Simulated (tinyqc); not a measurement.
## Surface Green function of a two-leg ladder, Sancho-Rubio decimation: densities of states against energy

A semi-infinite lead of cells 0, 1, 2, ... with H0 inside a cell and H1 = <cell i|H|cell i + 1>. One rung (site 1 on leg a, site 2 on leg b) is a cell; all hoppings enter with a minus sign. z = E + i eta.

Start with e_s = e = H0, a = H1, b = H1^dagger. Each round: g = (z - e)^(-1); e_s <- e_s + a g b; e <- e + a g b + b g a; a <- a g a; b <- b g b (all with the old a, b). Round k joins cells 2^k apart. Stop when the largest entry of the matrices a and b is below 1e-12 eV; g_s = (z - e_s)^(-1), bulk (z - e)^(-1), density of states -Im Tr/pi. Here eta = 0.002 eV. Open modes are the crossings of E with the bands of H0 + H1 exp(ik) + H1^dagger exp(-ik) for 0 < k < pi.

H0 (eV):

|  | 1 | 2 |
|---|---|---|
| 1 | 0 | -2.95 |
| 2 | -2.95 | 0.07 |

H1 (eV):

|  | 1 | 2 |
|---|---|---|
| 1 | -2.1 | 0 |
| 2 | 0 | -1.78 |

Result of one run:

| E (eV) | open modes | rounds | surface (1/eV) | bulk (1/eV) |
|---|---|---|---|---|
| 0.72 | 2 | 16 | 0.19005 | 0.34399 |

What becomes of these results when the energy E is changed from 0.72 to -7.5 eV, all else the same?

Result of the changed run:

| E (eV) | open modes | rounds | surface (1/eV) | bulk (1/eV) |
|---|---|---|---|---|
| -7.5 | 0 | 6 | 8.1872e-5 | 2.1576e-4 |

The whole series:

| E (eV) | open modes | rounds | surface (1/eV) | bulk (1/eV) |
|---|---|---|---|---|
| -7.5 | 0 | 6 | 8.1872e-5 | 2.1576e-4 |
| -6.13 | 1 | 15 | 0.091955 | 0.14387 |
| -4.76 | 1 | 16 | 0.14366 | 0.092703 |
| -3.39 | 1 | 16 | 0.16245 | 0.082518 |
| -2.02 | 1 | 16 | 0.15979 | 0.084504 |
| -0.65 | 2 | 16 | 0.18918 | 0.34786 |
| 0.72 | 2 | 16 | 0.19005 | 0.34399 |
| 2.09 | 1 | 16 | 0.16008 | 0.084680 |
| 3.46 | 1 | 16 | 0.16276 | 0.082682 |
| 4.83 | 1 | 16 | 0.14385 | 0.092935 |
| 6.2 | 1 | 15 | 0.091749 | 0.14475 |
| 7.57 | 0 | 6 | 8.1365e-5 | 2.1263e-4 |

The bands of the infinite lead run over -6.82 to 0.951, -0.874 to 6.88 eV. The rounds lie between 6 and 16, 6.0 on average outside the bands and 15.8 inside. The surface density of states is largest at E = 0.72 eV among the rows (0.190 1/eV, bulk 0.344).

Computed by the program tinyqc: `OMP_NUM_THREADS=1 python tinyqc.py 2680133 2680134 out.jsonl`, one thread of a shared Intel Xeon 2.30GHz, about 0.08 s for the whole run.
